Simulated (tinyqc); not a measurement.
From results back to parameters: one-oscillator model of a band gap. Two cases, with inputs chosen for the exercise.

Problem. A gap follows E(T) = E0 - s1 t1/(exp(t1/T) - 1) with the zero-point term ZP = s1 t1/2, which scales as M^(-1/2). The shift of E0 on going from M to M + dM and the limiting slope at high T are given.

Case 1.

Values chosen (out of a larger set: near those of Ge; not measured data): M = 72.51 u (mean atomic mass); dM = 2.77 u (change of the mean mass (not bounded by the natural isotopes)).

shift of E0 = 0.982560 meV
limiting slope s1 = 0.407 meV/K

Case 2.

Values chosen (out of a larger set: near those of Si; not measured data): M = 28.1 u (mean atomic mass); dM = -0.82 u (change of the mean mass (not bounded by the natural isotopes)).

shift of E0 = -0.838603 meV
limiting slope s1 = 0.324 meV/K

Find: sqrt(M/(M + dM)); ZP; t1.

Solution. The shift is ZP (1 - sqrt(M/(M + dM))); then t1 = 2 ZP/s1.

Case 1.

sqrt(M/(M + dM)) = 0.981430
ZP = 52.91 meV
t1 = 260 K

Case 2.

sqrt(M/(M + dM)) = 1.014918
ZP = 56.21 meV
t1 = 347 K

Computed by tinyqc, one run a case: `OMP_NUM_THREADS=1 python tinyqc.py N N+1 out.jsonl` with N = 1850778, 1850791; one thread of a shared Intel(R) Xeon(R) Processor @ 2.30GHz, about 0.01 s a run at most.
